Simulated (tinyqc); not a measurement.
Hot carriers by balance equations with a heated Maxwellian: one step, computed by the program tinyqc. Command: `OMP_NUM_THREADS=1 python tinyqc.py 3011576 3011577 out.jsonl hot walk`. One thread of a shared host (Intel(R) Xeon(R) Processor @ 2.30GHz), about 0.02 s of CPU time with the checks.

The carriers follow a Maxwellian at an electron temperature T_e, slightly displaced; the drift energy is neglected against k_B T_e. The balance averages the rate, not the time, so mu_0 lies below the relaxation-time value.

Question. First iteration. Parabolic band: E = hbar^2 k^2/(2 m), speed v = hbar k/m, states per spin, volume and energy g(E) = m k/(2 pi^2 hbar^2). Masses are multiplied by m_0 and all formulas are in SI units. Phonon occupation N_q = 1/(exp(hbar w/(k_B T)) - 1). Acoustic deformation potential (elastic, equipartition, absorption and emission together): 1/tau = 2 pi k_B T D_A^2 g(E)/(hbar rho v_l^2). Optical or intervalley deformation potential: 1/tau = (pi Z_f D_o^2/(rho w)) [N_q g(E + hbar w) + (N_q + 1) g(E - hbar w)], with g = 0 below the band edge. Averages over the Maxwellian, <y> = int y x^(1/2) exp(-x) dx / int x^(1/2) exp(-x) dx with x = E/(k_B T_e), split at x_0 = hbar w/(k_B T_e): 64 Gauss-Legendre points in sqrt(x) below it and 128 in sqrt(x - x_0) above it, up to x = 32. Momentum balance: mu(T_e) = e/(m nu), nu = <x (sum of rates)>/<x>. Power lost per carrier: P(T_e) = hbar w <emission rate - absorption rate> + <(2 m v_l^2/(k_B T)) (E - 2 k_B T) acoustic rate>. Newton: h(T_e) = P - e mu F^2, T_new = T_e - h/h', with h' by a central difference of +/- 0.5 K, limited to the range T to 3 T_e. Start at T_e = 1.5 T.

Inputs (values chosen for the exercise, modelled on holes in silicon):
```
quantity                                          value       unit
effective mass m                                  0.505        m_0
density rho                                        2329     kg/m^3
sound velocity v_l                                 9300        m/s
acoustic deformation potential D_A                  5.8         eV
phonon energy hbar w                               61.9        meV
optical or intervalley deformation potential D_o    8.8  1e8 eV/cm
final valleys Z_f                                     1          -
lattice temperature T                               500          K
electric field F                                    4.2      kV/cm
```

Band: parabolic. Solver: Newton.

Constants: k_B = 8.617333262e-05 eV/K; k_B = 1.380649e-23 J/K; e = 1.602176634e-19 C; hbar = 1.054571817e-34 J s; m_0 = 9.1093837015e-31 kg; hbar = 6.582119569e-16 eV s.

Give: mu at the start; P at the start; new T_e.

Answer.

mu at the start = 217.1 cm^2/(V s)

P at the start = 1.020e+11 eV/s

new T_e = 500 K

The Newton step left the allowed range, so the new T_e is the limit of that range.
